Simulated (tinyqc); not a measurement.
Inputs raised by 10 %, one at a time: millisecond and nanosecond annealing: surface heating, thermal budget and solid-phase regrowth. Computed by tinyqc, a small Python program. Command: `OMP_NUM_THREADS=1 python tinyqc.py 3029202 3029203 out.jsonl flash sens`. One thread of a shared host (Intel(R) Xeon(R) Processor @ 2.30GHz), about 0.02 s of CPU time with the checks.

A square pulse heats the surface of a thick wafer with constant thermal properties; losses by radiation are neglected and silicon melts at 1414 C.

Inputs (values chosen for the exercise, modelled on hot silicon with arsenic):

| quantity | value | unit |
|---|---|---|
| incident fluence | 30.1 | J/cm^2 |
| pulse length t_p | 0.0033 | s |
| reflectance R | 0.34 | - |
| thermal conductivity k | 0.23 | W/(cm K) |
| heat capacity per volume c | 2.12 | J/(cm^3 K) |
| preheat temperature T0 | 500 | C |
| wafer thickness d | 775 | um |
| dopant prefactor D0 | 7.66 | cm^2/s |
| dopant activation energy E | 3.95 | eV |
| regrowth prefactor v0 | 4.4e+08 | cm/s |
| regrowth energy E_v | 2.7 | eV |

Source: flash lamp.

Constants: k_B = 8.617333262e-05 eV/K.

Method:
- Absorbed flux q = (1 - R) fluence/t_p; kappa = k/c. With f(z, t) = (2 q/k) sqrt(kappa t) ierfc(z/(2 sqrt(kappa t))), ierfc(x) = exp(-x^2)/sqrt(pi) - x erfc(x): T = T0 + f(z, t) during the pulse and T0 + f(z, t) - f(z, t - t_p) after it.
- At the surface the rise at the end of the pulse is 2 q sqrt(t_p/(pi k c)); the fluence that just melts the surface scales with (1414 - T0).
- Temperatures in kelvin are T(C) + 273.15.
- Integrate exp(-E/(k_B T(t))) at the surface from 0 to 10 t_p (Gauss-Legendre, 60 points in sqrt(t) up to t_p and 60 in sqrt(t - t_p) after it). (Dt) = D0 x integral with E; regrowth = v0 x integral with E_v; effective time = integral/exp(-E/(k_B T_peak)).

Runs:

| input moved | from | to | diffusion length 2 sqrt(Dt) (nm) | possible regrowth (nm) | effective time over t_p | fluence at the melting threshold (J/cm^2) |
|---|---|---|---|---|---|---|
| base run | - | - | 0.03907 | 171.6 | 0.1332 | 49.23 |
| pulse length t_p (s) | 0.0033 | 0.00363 | 0.02923 | 119.5 | 0.1345 | 51.63 |
| reflectance R | 0.34 | 0.374 | 0.02686 | 103.3 | 0.1346 | 51.90 |
| thermal conductivity k (W/(cm K)) | 0.23 | 0.253 | 0.02787 | 108.6 | 0.1345 | 51.63 |
| heat capacity per volume c (J/(cm^3 K)) | 2.12 | 2.332 | 0.02787 | 108.6 | 0.1345 | 51.63 |
| dopant activation energy E (eV) | 3.95 | 4.345 | 0.00667 | 171.6 | 0.1213 | 49.23 |
| dopant prefactor D0 (cm^2/s) | 7.66 | 8.426 | 0.04098 | 171.6 | 0.1332 | 49.23 |

Exponents ln(y'/y) / ln(x'/x):

| input | diffusion length 2 sqrt(Dt) | possible regrowth | effective time over t_p | fluence at the melting threshold |
|---|---|---|---|---|
| pulse length t_p | -3.044 | -3.800 | 0.101 | 0.500 |
| reflectance R | -3.931 | -5.324 | 0.113 | 0.555 |
| thermal conductivity k | -3.544 | -4.800 | 0.101 | 0.500 |
| heat capacity per volume c | -3.544 | -4.800 | 0.101 | 0.500 |
| dopant activation energy E | -18.544 | 0.000 | -0.980 | 0.000 |
| dopant prefactor D0 | 0.500 | 0.000 | 0.000 | 0.000 |

Among the inputs moved here: diffusion length 2 sqrt(Dt) answers most in size to dopant activation energy E (exponent -18.544), next to reflectance R (-3.931). Its exponent +0.500 in dopant prefactor D0: a diffusion length. Possible regrowth answers most in size to reflectance R (exponent -5.324), next to thermal conductivity k (-4.800); its exponent is below 0.0005 for dopant activation energy E, dopant prefactor D0. Effective time over t_p answers most in size to dopant activation energy E (exponent -0.980), next to reflectance R (+0.113); its exponent is below 0.0005 for dopant prefactor D0. Fluence at the melting threshold answers most in size to reflectance R (exponent +0.555), next to pulse length t_p (+0.500); its exponent is below 0.0005 for dopant activation energy E, dopant prefactor D0. Its exponent +0.500 in pulse length t_p: the heated depth grows as sqrt(t_p). Its exponent +0.500 in thermal conductivity k: the rise goes as 1/sqrt(k c).

Caution (all rows): equilibrium diffusivities are used; implant damage enhances diffusion, and k and c vary with temperature. Caution (all rows): a diffusion length below the atomic spacing of 0.235 nm means about one jump per atom or fewer, so the profile does not change measurably. Caution (rows pulse length t_p, thermal conductivity k): heat reaches the back of the wafer, which is no longer thick.
